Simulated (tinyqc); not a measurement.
Energy conservation against the time step: molecular dynamics of a small cluster by velocity Verlet steps. Computed by tinyqc, a small Python program. Command: `OMP_NUM_THREADS=1 python tinyqc.py 3023743 3023744 out.jsonl verlet walk`. One thread of a shared host (Intel(R) Xeon(R) Processor @ 2.30GHz), about 0.1 s of CPU time with the checks.

E = sum_(i<j) phi(r_ij), phi(r) = eps [exp(-2 alpha (r - r0)) - 2 exp(-alpha (r - r0))]; the force on i is -sum_j phi'(r_ij) (R_i - R_j)/r_ij.

Inputs (values chosen for the exercise, for model atoms): length r0 = 3.11 angstrom; well depth eps = 0.65 eV; stiffness alpha = 1.8 1/angstrom; atomic mass M = 156 u; time step dt = 4 fs; steps = 200.

Potential: Morse.

starting positions (angstrom), rows atom 1, atom 2, atom 3, atom 4, columns x, y, z:
$$\begin{pmatrix}
0.01 & 0.05 & -0.02 \\
3.16 & -0.01 & 0.03 \\
1.49 & 2.68 & 0.03 \\
1.62 & 0.96 & 2.55
\end{pmatrix}$$

starting velocities (angstrom/fs), rows atom 1, atom 2, atom 3, atom 4, columns x, y, z:
$$\begin{pmatrix}
0.00079 & 0.00097 & 0.0009 \\
-9e-05 & -0.00024 & 3e-05 \\
-0.00109 & 0.00052 & -0.00063 \\
0.00039 & -0.00124 & -0.00031
\end{pmatrix}$$

Constants: 1 eV/(angstrom u) = 9.648533212e-03 angstrom/fs^2; k_B = 8.617333262e-05 eV/K.

Method:
- Relax the cluster, diagonalise the Hessian (central differences): omega_max = sqrt(c lambda_max/M). Verlet steps are stable for omega_max dt < 2.
- Velocity Verlet: a = c F/M with c = 9.648533212e-3 angstrom/fs^2 per eV/(angstrom u); R(new) = R + v dt + a dt^2/2; v(new) = v + (a + a(new)) dt/2. Kinetic energy K = M v^2/(2c); temperature T = 2K/((3N - 3) k_B), rotation of the cluster included.
- Runs without thermostat over the same span of time, steps x dt; spread = largest minus smallest value. For contrast, the energy gained over the first 30 dt (dt of the inputs) by explicit Euler steps: R(new) = R + v dt, v(new) = v + a dt.

omega_max dt = 0.129123

Energy error (eV):
```
dt (fs)  omega_max dt  Verlet, spread of U + K  Euler, gain in U + K
0.5           0.01614               1.1823e-06              0.002240
1.0           0.03228               4.7299e-06              0.004547
2.0           0.06456               1.8930e-05              0.009370
4.0           0.12912               7.5883e-05              0.019894
8.0           0.25825               3.0589e-04              0.044831
12.0          0.38737               6.7543e-04              0.075613
```

What does the comparison show, and why?

The Verlet error grows as dt^2.00 between the first rows, the second order of the method. Euler steps gain energy steadily: over that short span the gain in the first row is already 1900 times the Verlet spread of the whole run, and it grows as dt^1.02, tending to the first order of that method as dt shrinks.

Extremes, crossings and ranges named in words are read from the listed rows.
